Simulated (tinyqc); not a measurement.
Gamma, L and X subbands of a thin body with non-parabolic valleys: one step. Valley groups.

Hard walls, flat band, c = hbar^2/2m0, energies from the bulk Gamma edge. For a valley at angle theta to the normal 1/m_z = cos^2/ml + sin^2/mt and m_d = sqrt(ml mt^2/m_z). Subband n starts at E_v + e with e (1 + a e) = c (n pi/t)^2/m_z, and its density-of-states mass is taken as m_d (1 + 2 a e), without further growth at higher in-plane energy. Groups are named by valley and degeneracy.

Constants: hbar^2/2m0 = 3.80998211 eV angstrom^2.

Values chosen for the exercise (near those of a thin GaSb channel; not measured data): face = 110 (surface); mG = 0.0393 m0 (Gamma mass); aG = 1.12 1/eV (Gamma non-parabolicity); EL = 0.059 eV (L edge above Gamma); mL = (1.27, 0.099) m0 (L valleys (four, along <111>): ml, mt); EX = 0.338 eV (X edge above Gamma); mX = (1.462, 0.227) m0 (X valleys (three, along <100>): ml, mt); aS = 0.48 1/eV (non-parabolicity of L and X).

Question. List degeneracy, edge, m_z, m_d and a.

Give: Groups.

Answer.

Groups:
```
group  g  E_v (eV)     m_z     m_d  a (1/eV)
G1     1     0.000  0.0393  0.0393      1.12
L2     2     0.059  0.2569  0.2201      0.48
L2'    2     0.059  0.0990  0.3546      0.48
X2     2     0.338  0.3930  0.4378      0.48
X1     1     0.338  0.2270  0.5761      0.48
```

tinyqc: `OMP_NUM_THREADS=1 python tinyqc.py 1282781 1282782 out.jsonl`; about 0.03 s, one thread, shared Intel(R) Xeon(R) Processor @ 2.30GHz.
